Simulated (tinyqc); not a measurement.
What each input does: carrier statistics of a doped semiconductor with parabolic bands.

Eg(T) = Eg0 - al T^2/(T + be); m_de = Mv^(2/3) (ml mt^2)^(1/3); m_dh = (mhh^(3/2) + mlh^(3/2))^(2/3); Nc and Nv from N = 2 (m kB T/(4 pi c))^(3/2) with c = hbar^2/2m0, in 1/angstrom^3; times 1e24 for 1/cm^3.

Energies are counted from Ev, so Ec = Eg. n = Nc F_1/2((EF - Eg)/kT), p = Nv F_1/2(-EF/kT), ND+ = ND/(1 + 2 exp((EF - Eg + ED)/kT)), NA- = NA/(1 + 4 exp((EA - EF)/kT)); neutrality asks p + ND+ = n + NA-. F_j(eta) = (1/Gamma(j + 1)) integral_0^infinity x^j dx/(1 + exp(x - eta)), which tends to exp(eta) for eta << 0.

Constants: hbar^2/2m0 = 3.80998211 eV angstrom^2; kB = 8.617333262e-05 eV/K.

Parameters, chosen for this exercise (near those of GaP; shifted at random, so the results belong to these values and not to a real crystal):
- Eg0 = 2.352 eV (gap at 0 K)
- al = 0.000575 eV/K (Varshni alpha)
- be = 371 K (Varshni beta)
- ml = 2.01 m0 (longitudinal electron mass)
- mt = 0.252 m0 (transverse electron mass)
- Mv = 3 (equivalent valleys)
- mhh = 0.792 m0 (heavy-hole mass)
- mlh = 0.141 m0 (light-hole mass)
- ND = 8.6e+14 1/cm^3 (donors)
- NA = 1.5e+12 1/cm^3 (acceptors)
- ED = 0.0902 eV (donor level below Ec)
- EA = 0.0555 eV (acceptor level above Ev)
- T = 77 K

Neutrality solved anew for each case.

Results for these values:
```
case,EF (eV),n (1/cm^3),p (1/cm^3)
base,2.2691,4.15e+13,7.50e-131
```

What happens to each result for ED = 0.1353 eV, all else kept?

Answer: EF falls from 2.2691 to 2.2436; n falls from 4.15e+13 to 8.79e+11; p rises from 7.50e-131 to 3.54e-129.

The same for each parameter in turn:
```
case,EF (eV),n (1/cm^3),p (1/cm^3)
base,2.2691,4.15e+13,7.50e-131
T = 117 K,2.2387,4.28e+14,1.71e-78
ND = 1.72e+15 1/cm^3,2.2715,5.94e+13,5.23e-131
NA = 1.95e+12 1/cm^3,2.2691,4.13e+13,7.54e-131
Eg0 = 2.402 eV,2.3191,4.15e+13,4.00e-134
mt = 0.3024 m0,2.2685,4.54e+13,8.22e-131
mhh = 0.9504 m0,2.2691,4.15e+13,9.69e-131
ED = 0.1353 eV,2.2436,8.79e+11,3.54e-129
```

Program tinyqc; command `OMP_NUM_THREADS=1 python tinyqc.py 1651941 1651942 out.jsonl`; about 0.01 s on one thread of a shared Intel(R) Xeon(R) Processor @ 2.30GHz.
